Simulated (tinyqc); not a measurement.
On-chip interconnect, size-dependent resistivity and RC delay: one step of the calculation.

A rectangular line between two neighbours and two ground planes. Surface and grain-boundary scattering are added to the bulk resistivity as corrections; capacitances are parallel-plate values without fringing; inductance is ignored.

Task. Ladder and Elmore delays. 5 equal pi sections: series Rs = r Lw/5; node capacitances c Lw/5, halved at nodes 0 and 5, with Cl added to node 5; Rd feeds node 0. Elmore delay of node k: the sum, over the resistors on the path to k, of resistance times all capacitance downstream of it.

Values chosen for this exercise; metal values close to those of copper:
```
symbol  value  unit            meaning
Lw         10    um        line length
Rd       4100   ohm  driver resistance
Cl       0.52    fF   load capacitance
```

r = 47.862062 ohm/um
c = 0.076814256 fF/um

Wanted: Rs; C; Elmore delay.

Result.

Rs = 95.72 ohm

| node | C (fF) | Elmore delay (ps) |
|---|---|---|
| 0 | 0.07681 | 5.281 |
| 1 | 0.1536 | 5.397 |
| 2 | 0.1536 | 5.499 |
| 3 | 0.1536 | 5.585 |
| 4 | 0.1536 | 5.657 |
| 5 | 0.5968 | 5.714 |

The far-end value equals Rd (c Lw + Cl) + r Lw (c Lw/2 + Cl) for any number of pi sections; the line resistance contributes 7.57 % of it.

Range of the model: The metal width is under the mean free path, where the thick-limit surface term and the simple sum of corrections lose accuracy.

Computed by the program tinyqc: `OMP_NUM_THREADS=1 python tinyqc.py 2100087 2100088 out.jsonl`, one thread of a shared Intel Xeon 2.30GHz, about 0.01 s for the whole run.
